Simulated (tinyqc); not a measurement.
What moves the results: quasiparticle equation with a plasmon-pole self-energy for two band edges. A value that a table varies takes the place of the one given here.

For each edge E = e + X + Sc(E), with the correlation part Sc(E) = A[0]/(E - a + w) + A[1]/(E - b - w); a and b are the valence and conduction energies that enter the Green function (a = ev, b = ec in the one-shot scheme). Z = 1/(1 - dSc/dE), dSc/dE = -A[0]/(E - a + w)^2 - A[1]/(E - b - w)^2.

Inputs chosen for the exercise (scales of the order of those of Ge; the results hold for these values, not for the real material): ev = 0 eV (mean-field valence top); ec = 0.1 eV (mean-field conduction edge); w = 14 eV (pole energy); Av = (47.5, 24.1) eV^2 (weights of the valence state on the hole and electron poles); Ac = (23.4, 48.9) eV^2 (the same for the conduction state); Xv = -2.18 eV (exchange minus the mean-field potential, valence); Xc = 2.19 eV (the same, conduction).

## Schemes compared

Z = 1; linearised; exact one-shot; energies updated in G (a, b); updated in G and W, where w grows by half of the opening of the gap (a rule chosen for the exercise).

Results (eV):

| scheme | Ev | Ec | gap | opening |
|---|---|---|---|---|
| mean field | 0.000 | 0.100 | 0.100 | 0.000 |
| Z = 1 | -0.496 | 0.457 | 0.953 | 0.853 |
| linearised | -0.364 | 0.361 | 0.725 | 0.625 |
| one-shot, exact | -0.363 | 0.360 | 0.724 | 0.624 |
| update G | -0.416 | 0.379 | 0.795 | 0.695 |
| update G and W | -0.457 | 0.424 | 0.881 | 0.781 |

The openings run from 0.624 (one-shot, exact) to 0.853 eV (Z = 1). Linearising moves the gap by 1 meV, updating G +71 meV and updating W a further +87 meV: once Z is kept, the level of self-consistency matters more than linearising.

## The starting point

The mean-field gap is opened by d (ev lowered by d/2, ec raised by d/2) and X is changed by the opposite amounts, so that e + X stays; one-shot and G-updated gaps.

Gaps (eV):

| d | start | one-shot | update G |
|---|---|---|---|
| 0.0 | 0.100 | 0.7235 | 0.7949 |
| 0.2 | 0.300 | 0.7443 | 0.7949 |
| 0.4 | 0.500 | 0.7649 | 0.7949 |
| 0.6 | 0.700 | 0.7853 | 0.7949 |
| 0.9 | 1.000 | 0.8157 | 0.7949 |
| 1.2 | 1.300 | 0.8457 | 0.7949 |
| 1.6 | 1.700 | 0.8852 | 0.7949 |

The one-shot gap moves by a fraction 0.10 of any change of the starting gap, while the updated gap, 0.7949 eV, does not depend on it. The two agree where the start already equals the result, near d = 0.69 eV. A real change of starting point alters the orbitals and the screening too; this model holds both fixed.

## What each parameter does

Exact one-shot edges and Z of the valence state there. Each row changes one parameter from the base and keeps the others.

Results:

| case | Ev (eV) | Ec (eV) | gap (eV) | Z |
|---|---|---|---|---|
| base | -0.3631 | 0.3604 | 0.7235 | 0.7296 |
| w = 14.7 eV | -0.4328 | 0.4327 | 0.8655 | 0.7478 |
| Xv = -2.28 eV | -0.4360 | 0.3604 | 0.7964 | 0.7287 |
| Xc = 2.29 eV | -0.3631 | 0.4332 | 0.7963 | 0.7296 |
| ec = 0.2 eV | -0.3548 | 0.4522 | 0.8069 | 0.7305 |
| Av = (49.88, 24.1) eV^2 | -0.2368 | 0.3604 | 0.5972 | 0.7243 |
| Ac = (23.4, 51.34) eV^2 | -0.3631 | 0.2321 | 0.5952 | 0.7296 |

The largest shifts from the base row, up to three for each result and ties (the steps differ in size, so this ranks the rows, not the parameters). Ev (eV): Av +0.1263, Xv -0.0729, w -0.0697; unchanged at the printed digits by Xc and Ac. Ec (eV): Ac -0.1283, ec +0.0918, Xc +0.0728; unchanged at the printed digits by Xv and Av. gap (eV): w +0.1420, Ac -0.1283, Av -0.1263. Z: w +0.0182, Av -0.0053, ec +0.0009, Xv -0.0009; unchanged at the printed digits by Xc and Ac.

Run: tinyqc, `OMP_NUM_THREADS=1 python tinyqc.py 1880914 1880915 out.jsonl`; Intel(R) Xeon(R) Processor @ 2.30GHz, one thread, shared host; about 0.01 s of CPU time with all checks.
